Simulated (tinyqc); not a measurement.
Ion-assisted plasma etching: sheath, surface coverage, synergy and aspect-ratio dependence: one step, computed by the program tinyqc. Command: `OMP_NUM_THREADS=1 python tinyqc.py 3007138 3007139 out.jsonl etch walk`. One thread of a shared host (Intel(R) Xeon(R) Processor @ 2.30GHz), about 0.04 s of CPU time with the checks.

Radicals adsorb on bare sites; ions remove covered sites with a high yield and bare sites by sputtering; a slow spontaneous reaction acts everywhere, walls included.

Question. Rate at the floor of the feature. Transmission of a long trench, rough form: K = (1 + ln(1 + A))/(1 + A + ln(1 + A)), walls that scatter diffusely without loss. With a loss probability S = s (1 - theta) at the floor, G_b/G_n = K/(K + S - K S); theta follows G_b, and the two are solved together. Ions are taken to reach the floor unshadowed; G_b replaces G_n in every term of the rate; A is depth over width. Steady coverage: s G_n (1 - theta) = x Y G_i theta; removal flux = Y G_i theta + Y_p G_i (1 - theta) + k_c G_n; rate = flux/N, 1 cm/s = 6e8 nm/min.

Inputs (values chosen for the exercise, close to those used for silicon dioxide in a fluorocarbon plasma):
```
quantity                                value    unit
gas temperature T_g                       300       K
sticking coefficient s                   0.43       -
radicals per removed unit x                 4       -
spontaneous reaction probability k_c  2.7e-05       -
solid density N                       2.2e+22  1/cm^3
aspect ratio A                             27       -
```

Feature: long trench.

yield Y = 3.193994

sputter yield Y_p = 0.1654786

ion flux G_i = 5.194897e+16 1/(cm^2 s)

radical flux G_n = 8.374110e+17 1/(cm^2 s)

vertical rate = 1744.219 nm/min

Give: transmission K; G_b/G_n; coverage at the floor; rate at the floor; floor rate over open-field rate.

Answer.

transmission K = 0.13827

G_b/G_n = 0.30287

coverage at the floor = 0.14113

rate at the floor = 840.20 nm/min

floor rate over open-field rate = 0.48170

The lag is 52 %. Caution: at this aspect ratio many ions strike the walls, so ion shadowing, left out here, adds to the lag. Caution: the trench transmission is an interpolation between the limits 1 and ln(A)/A, good to tens of per cent.
